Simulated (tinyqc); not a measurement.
Two-diode model of a solar cell: one step of the calculation.

J is the current delivered and Vj = V + J Rs the junction voltage. J = X JL - J01 (exp(Vj/(n1 Vt)) - 1) - J02 (exp(Vj/(2 Vt)) - 1) - Vj/Rp. The photocurrent does not depend on voltage.

Task. New Vj. Maximum power: dP/dVj = f = J (1 + 2 Rs G) - G Vj = 0. G = -dJ/dVj = J01 exp(Vj/(n1 Vt))/(n1 Vt) + J02 exp(Vj/(2 Vt))/(2 Vt) + 1/Rp. H = dG/dVj; f' = -2 G - 2 Rs G^2 + (2 Rs J - Vj) H; Vj(new) = Vj - f/f'.

Parameters, values chosen for the exercise; values of the order met in cells of a lead-halide perovskite: temperature T = 348 K; photocurrent at one sun JL = 23.3 mA/cm^2; concentration X = 1 suns; saturation current of the first diode J01 = 2.2e-17 A/cm^2; ideality factor of the first diode n1 = 1; series resistance Rs = 1.7 ohm cm^2; shunt resistance Rp = 5000 ohm cm^2; saturation current of the second diode (ideality 2) J02 = 1.4e-9 A/cm^2.

Constants: q = 1.602176634e-19 C, kB = 1.380649e-23 J/K, Vt = kB T/q. Results are converted to the units shown.

Vj after iteration 1 = 0.85740257 V

Give: J; G; H; f; f'; Vj after iteration 2.

Result.

J = 20.808 mA/cm^2
G = 0.039843 S/cm^2
H = 0.69293 S/(cm^2 V)
f = -10.534 mA/cm^2
f' = -0.63018 S/cm^2
Vj after iteration 2 = 0.84069 V

tinyqc, about 0.01 s, one thread, Intel Xeon 2.30GHz (shared host): `OMP_NUM_THREADS=1 python tinyqc.py 2280046 2280047 out.jsonl`
